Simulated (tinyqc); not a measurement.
Concentration-dependent dopant diffusion with charged defects and the built-in field: one step, computed by the program tinyqc. Command: `OMP_NUM_THREADS=1 python tinyqc.py 3020232 3020233 out.jsonl extrinsic walk`. One thread of a shared host (Intel(R) Xeon(R) Processor @ 2.30GHz), about 0.09 s of CPU time with the checks.

A constant source C_s feeds a half space. The dopant moves through neutral point defects and through charged ones, whose number grows with the majority carrier density n.

Problem. Intrinsic density and partial diffusivities. n_i = 3.87e16 T^1.5 exp(-7014/T) per cm^3 (T in kelvin, an empirical form); each D = prefactor x exp(-E/(k_B T)); the intrinsic diffusivity D_i is their sum. Temperatures in kelvin are T(C) + 273.15.

Inputs (values chosen for the exercise, modelled on phosphorus in silicon):

| quantity | value | unit |
|---|---|---|
| neutral prefactor D0x | 4.04 | cm^2/s |
| neutral activation energy E0 | 3.64 | eV |
| singly charged prefactor D01 | 4.69 | cm^2/s |
| activation energy E1 | 4 | eV |
| doubly charged prefactor D02 | 42.8 | cm^2/s |
| activation energy E2 | 4.36 | eV |
| temperature T | 1075 | C |

Field enhancement: on.

Constants: k_B = 8.617333262e-05 eV/K.

Give: n_i; partial diffusivities; intrinsic diffusivity D_i.

Solution.

n_i = 1.054e+19 1/cm^3

partial diffusivities (cm^2/s): Dx 9.977e-14, D1 5.224e-15, D2 2.150e-15

intrinsic diffusivity D_i = 1.071e-13 cm^2/s
